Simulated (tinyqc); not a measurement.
Inside a calculation. Method: Pariser-Parr-Pople SCF with singles CI, for the molecule C=CC=C(F)C=C (SMILES; centres numbered as the heavy atoms are written). One step of it, computed by the program tinyqc.

Problem. Iteration 2: Fock matrix. F_rr = H_rr + P_rr gamma_rr / 2 + sum_(s != r) P_ss gamma_rs; F_rs = H_rs - P_rs gamma_rs / 2; E = tr P (H + F) / 2 + core repulsion sum_(r<s) z_r z_s gamma_rs.

P after iteration 1:
```
,1C,2C,3C,4C,5F,6C,7C
1C,0.944423,0.874530,-0.001082,-0.389135,0.144671,-0.024480,0.243211
2C,0.874530,1.048851,0.476769,-0.009557,-0.028604,-0.064242,0.021565
3C,-0.001082,0.476769,0.973548,0.787132,-0.204621,0.014014,-0.332185
4C,-0.389135,-0.009557,0.787132,1.068902,0.230794,0.411763,-0.036656
5F,0.144671,-0.028604,-0.204621,0.230794,1.937063,-0.041735,-0.057330
6C,-0.024480,-0.064242,0.014014,0.411763,-0.041735,0.983862,0.907484
7C,0.243211,0.021565,-0.332185,-0.036656,-0.057330,0.907484,1.043351
```

core matrix H (eV):
```
,1C,2C,3C,4C,5F,6C,7C
1C,-33.211091,-2.390000,0.000000,0.000000,0.000000,0.000000,0.000000
2C,-2.390000,-38.762686,-2.390000,0.000000,0.000000,0.000000,0.000000
3C,0.000000,-2.390000,-41.173593,-2.390000,0.000000,0.000000,0.000000
4C,0.000000,0.000000,-2.390000,-45.075903,-2.100000,-2.390000,0.000000
5F,0.000000,0.000000,0.000000,-2.100000,-64.644386,0.000000,0.000000
6C,0.000000,0.000000,0.000000,-2.390000,0.000000,-39.647956,-2.390000
7C,0.000000,0.000000,0.000000,0.000000,0.000000,-2.390000,-35.362273
```

repulsion gamma_rs (eV):
```
,1C,2C,3C,4C,5F,6C,7C
1C,11.130000,5.345087,3.872126,2.880831,2.831278,2.343796,1.946696
2C,5.345087,11.130000,5.346287,3.872225,3.906905,2.881443,2.343832
3C,3.872126,5.346287,11.130000,5.344264,4.348957,3.872225,2.880777
4C,2.880831,3.872225,5.344264,11.130000,6.300035,5.346287,3.872225
5F,2.831278,3.906905,4.348957,6.300035,21.400000,4.349970,3.907240
6C,2.343796,2.881443,3.872225,5.346287,4.349970,11.130000,5.344264
7C,1.946696,2.343832,2.880777,3.872225,3.907240,5.344264,11.130000
```

Centres (angstrom, eV; a flat drawing with bonds scaled to 1.40 angstrom):
```
centre,x,y,core charge z,W,gamma_rr
1C,-3.161000,-0.301000,1,11.160000,11.130000
2C,-1.887000,0.280000,1,11.160000,11.130000
3C,-0.747000,-0.532000,1,11.160000,11.130000
4C,0.527000,0.050000,1,11.160000,11.130000
5F,0.660000,1.444000,2,39.000000,21.400000
6C,1.667000,-0.762000,1,11.160000,11.130000
7C,2.941000,-0.180000,1,11.160000,11.130000
```

Give: F; pi energy.

Solution.

F (eV):
```
,1C,2C,3C,4C,5F,6C,7C
1C,-5.6787,-4.7272,0.0021,0.5605,-0.2048,0.0287,-0.2367
2C,-4.7272,-5.6856,-3.6645,0.0185,0.0559,0.0926,-0.0253
3C,0.0021,-3.6645,-5.5393,-4.4933,0.4449,-0.0271,0.4785
4C,0.5605,0.0185,-4.4933,-5.6388,-2.8270,-3.4907,0.0710
5F,-0.2048,0.0559,0.4449,-2.8270,-17.8217,0.0908,0.1120
6C,0.0287,0.0926,-0.0271,-3.4907,0.0908,-5.4505,-4.8149
7C,-0.2367,-0.0253,0.4785,0.0710,0.1120,-4.8149,-5.4890
```

pi energy = -131.3068 eV
